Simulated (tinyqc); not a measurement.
Elastic trap-assisted tunnelling through a dielectric: one step of the calculation.

Emitter at x = 0 (Fermi level 0), collector at x = t (Fermi level -V), band edge U(x) = phi - F x, F = V/t. A trap at x has the energy E = U(x) - Et. With G(u) = (4/(3 F)) sqrt(mo/C) max(u, 0)^1.5, C = hbar^2/(2 m0): S1 = G(phi - E) - G(Et), S2 = G(Et) - G(phi - V - E), T1,2 = exp(-S1,2). The steady rate through one trap is nu T1 T2 (f1 - f2)/(T1 + T2), f1 = f(E), f2 = f(E + V), f(y) = 1/(1 + exp(y/Vt)); both contacts offer states at E.

Problem. The best-placed trap against direct tunnelling. At x = xs: E, S1, S2 and the occupation (T1 f1 + T2 f2)/(T1 + T2). Direct tunnelling at E = 0 has S = (4/(3 F)) sqrt(mo/C) [phi^1.5 - max(phi - V, 0)^1.5].

Inputs (values chosen for the exercise); dielectric values close to those of hafnium oxide:
```
symbol,value,unit,meaning
T,300,K,temperature
phi,1.47,eV,barrier above the emitter Fermi level
mo,0.2,m0,tunnelling mass
t,7.9,nm,thickness
Et,1.08,eV,trap depth below the band edge of the dielectric
nu,1e14,1/s,attempt frequency
V,1.76,V,voltage
```

Constants: q = 1.602176634e-19 C, kB = 1.380649e-23 J/K, hbar = 1.054571817e-34 J s, m0 = 9.1093837015e-31 kg, Vt = kB T/q, hbar^2/(2 m0) = 0.0380998212 eV nm^2. Results are converted to the units shown.

xs = 2.22 nm

Wanted: E; S1; S2; occupation; S of direct tunnelling.

Solution.

E = -0.1046 eV
S1 = 11.70
S2 = 15.39
occupation = 0.9588
S of direct tunnelling = 24.44

Range of the model: Phonon-assisted (inelastic) capture, chains of traps and a spread of trap depths are left out.

tinyqc, about 0.04 s, one thread, Intel Xeon 2.30GHz (shared host): `OMP_NUM_THREADS=1 python tinyqc.py 2370110 2370111 out.jsonl`
